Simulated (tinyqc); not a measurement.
Worked calculation: ROHF in the sto-3g basis, for BeH, spin multiplicity 2. One step of it, computed by the program tinyqc.

Task: Iteration 2: Roothaan effective Fock matrix. With projectors Pc = D(beta) S, Po = (D(alpha) - D(beta)) S, Pv = 1 - D(alpha) S, the block xy is Px^T F Py; with Fc = (F(alpha) + F(beta))/2, the blocks are Fc for cc, oo, vv and cv, F(beta) for co and F(alpha) for ov.

F(alpha) (hartree), order 1Be 1s, 1Be 2s, 1Be 2px, 1Be 2py, 1Be 2pz, 2H 1s:
$$\begin{pmatrix}
-4.777315 & -1.363042 & 0.000000 & 0.000000 & 0.026420 & -0.018491 \\
-1.363042 & -0.572938 & 0.000000 & 0.000000 & -0.085402 & -0.053946 \\
0.000000 & 0.000000 & 0.075501 & 0.000000 & 0.000000 & 0.000000 \\
0.000000 & 0.000000 & 0.000000 & 0.075501 & 0.000000 & 0.000000 \\
0.026420 & -0.085402 & 0.000000 & 0.000000 & -0.171403 & -0.072421 \\
-0.018491 & -0.053946 & 0.000000 & 0.000000 & -0.072421 & 0.066450
\end{pmatrix}$$

F(beta) (hartree), order 1Be 1s, 1Be 2s, 1Be 2px, 1Be 2py, 1Be 2pz, 2H 1s:
$$\begin{pmatrix}
-4.754695 & -1.352891 & 0.000000 & 0.000000 & 0.024444 & -0.018205 \\
-1.352891 & -0.430848 & 0.000000 & 0.000000 & 0.089100 & -0.081604 \\
0.000000 & 0.000000 & 0.113375 & 0.000000 & 0.000000 & 0.000000 \\
0.000000 & 0.000000 & 0.000000 & 0.113375 & 0.000000 & 0.000000 \\
0.024444 & 0.089100 & 0.000000 & 0.000000 & 0.100754 & -0.110453 \\
-0.018205 & -0.081604 & 0.000000 & 0.000000 & -0.110453 & 0.190734
\end{pmatrix}$$

D(alpha) after iteration 1, order 1Be 1s, 1Be 2s, 1Be 2px, 1Be 2py, 1Be 2pz, 2H 1s:
$$\begin{pmatrix}
1.006896 & -0.057751 & 0.000000 & 0.000000 & -0.143034 & 0.034434 \\
-0.057751 & 0.328419 & 0.000000 & 0.000000 & 0.488344 & -0.142144 \\
0.000000 & 0.000000 & 0.000000 & 0.000000 & 0.000000 & 0.000000 \\
0.000000 & 0.000000 & 0.000000 & 0.000000 & 0.000000 & 0.000000 \\
-0.143034 & 0.488344 & 0.000000 & 0.000000 & 0.733721 & -0.147156 \\
0.034434 & -0.142144 & 0.000000 & 0.000000 & -0.147156 & 1.036950
\end{pmatrix}$$

D(beta) after iteration 1, order 1Be 1s, 1Be 2s, 1Be 2px, 1Be 2py, 1Be 2pz, 2H 1s:
$$\begin{pmatrix}
0.982185 & 0.028640 & 0.000000 & 0.000000 & -0.016883 & -0.046037 \\
0.028640 & 0.026391 & 0.000000 & 0.000000 & 0.047311 & 0.139186 \\
0.000000 & 0.000000 & 0.000000 & 0.000000 & 0.000000 & 0.000000 \\
0.000000 & 0.000000 & 0.000000 & 0.000000 & 0.000000 & 0.000000 \\
-0.016883 & 0.047311 & 0.000000 & 0.000000 & 0.089708 & 0.263653 \\
-0.046037 & 0.139186 & 0.000000 & 0.000000 & 0.263653 & 0.774898
\end{pmatrix}$$

overlap S, order 1Be 1s, 1Be 2s, 1Be 2px, 1Be 2py, 1Be 2pz, 2H 1s:
$$\begin{pmatrix}
1.000000 & 0.259517 & 0.000000 & 0.000000 & 0.000000 & 0.003257 \\
0.259517 & 1.000000 & 0.000000 & 0.000000 & 0.000000 & 0.105365 \\
0.000000 & 0.000000 & 1.000000 & 0.000000 & 0.000000 & 0.000000 \\
0.000000 & 0.000000 & 0.000000 & 1.000000 & 0.000000 & 0.000000 \\
0.000000 & 0.000000 & 0.000000 & 0.000000 & 1.000000 & 0.157254 \\
0.003257 & 0.105365 & 0.000000 & 0.000000 & 0.157254 & 1.000000
\end{pmatrix}$$

Give: effective F.

Result:

effective F (hartree), order 1Be 1s, 1Be 2s, 1Be 2px, 1Be 2py, 1Be 2pz, 2H 1s:
$$\begin{pmatrix}
-4.7661 & -1.3560 & 0.0000 & 0.0000 & 0.0283 & -0.0201 \\
-1.3560 & -0.5026 & 0.0000 & 0.0000 & 0.0073 & -0.0590 \\
0.0000 & 0.0000 & 0.0944 & 0.0000 & 0.0000 & 0.0000 \\
0.0000 & 0.0000 & 0.0000 & 0.0944 & 0.0000 & 0.0000 \\
0.0283 & 0.0073 & 0.0000 & 0.0000 & -0.0161 & -0.0823 \\
-0.0201 & -0.0590 & 0.0000 & 0.0000 & -0.0823 & 0.1163
\end{pmatrix}$$
